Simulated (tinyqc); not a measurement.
# Fully depleted semiconductor-on-insulator film with two gates, non-linear Poisson equation by Newton steps: threshold and coupling against the buried-oxide thickness

One dimension across the film, front interface at x = 0, back interface at x = ts. psi is counted from the intrinsic level, n = ni exp(psi/Vt) (source grounded), holes neglected, acceptors ionised. Gates act through Cox = eps0 eox/tox and Cbox = 3.9 eps0/tb with potentials G1 = Vg - (phiM - chi - Vt ln(Nc/ni)) and G2 = Vb - (phiB - chi - Vt ln(Nc/ni)). Classical Boltzmann densities, no interface charge, no depletion in the back plane.

ni = sqrt(Nc Nv) exp(-Eg/(2 Vt)), Eg in volts. The Poisson equation eps0 eps_r d2psi/dx2 = q (n + Na), with -eps0 eps_r dpsi/dx = Cox (G1 - psi) at x = 0 and eps0 eps_r dpsi/dx = Cbox (G2 - psi) at x = ts, is solved on 300 equal intervals with half boxes at both ends; N_inv is the trapezoid sum of n. VT is the Vg for N_inv = 1e11 cm^-2; -dVT/dVb from the linearised equation. Limits with Cs = eps0 eps_r/ts: front channel Cs Cbox/(Cox (Cs + Cbox)), back channel Cbox (Cox + Cs)/(Cox Cs). Swing at N_inv = 1e8 cm^-2.

Inputs (values chosen for the exercise); band and dielectric values those of a made-up semiconductor:
- T = 250 K (temperature)
- Eg = 0.997 eV (band gap)
- eps_r = 13.1 (relative permittivity)
- Nc = 1.89e19 cm^-3 (conduction-band density of states at T)
- Nv = 2.57e19 cm^-3 (valence-band density of states at T)
- chi = 4.01 eV (electron affinity)
- eox = 7.63 (relative permittivity of the gate insulator (close to silicon nitride))
- tox = 4.7 nm (insulator thickness)
- ts = 26 nm (film thickness)
- Na = 1e15 cm^-3 (acceptor density of the film)
- phiM = 4.36 eV (work function of the front gate)
- phiB = 4.06 eV (work function of the back plane)
- Vb = 0 V (back-gate voltage)

Constants: q = 1.602176634e-19 C, kB = 1.380649e-23 J/K, Vt = kB T/q, eps0 = 8.8541878128e-14 F/cm where lengths are in cm. Results are converted to the units shown.

Result of one run:
```
VT (V)	centroid/ts at VT	-dVT/dVb	front-channel limit	back-channel limit	swing (mV/decade)
0.198	0.616	0.531	0.136	1.02	90.4
```

Which buried-oxide thickness (eps_r 3.9) tb gave this result: 9.9, 73, 120 or 200 nm?

tb = 9.9 nm.

The whole series:
```
tb (nm)	VT (V)	centroid/ts at VT	-dVT/dVb	front-channel limit	back-channel limit	swing (mV/decade)
6	0.176	0.688	0.888	0.175	1.69	119
9.9	0.198	0.616	0.531	0.136	1.02	90.4
16	0.212	0.559	0.327	0.101	0.634	73.6
27	0.222	0.514	0.194	0.0692	0.376	63.0
45	0.228	0.485	0.117	0.0456	0.225	57.3
73	0.232	0.467	0.0726	0.0298	0.139	54.2
120	0.235	0.455	0.0443	0.0188	0.0845	52.4
200	0.236	0.448	0.0267	0.0116	0.0507	51.2
```

As tb goes from 6 to 200, VT rises from 0.176 to 0.236 V, the centroid falls from 0.688 to 0.448 of ts and -dVT/dVb falls from 0.888 to 0.0267. The coupling covers 47.1 % of the way from the front-channel to the back-channel limit in the first row and 38.6 % in the last.

Program tinyqc, `OMP_NUM_THREADS=1 python tinyqc.py 2190078 2190079 out.jsonl`; Intel Xeon 2.30GHz, shared host, one thread, about 0.4 s.
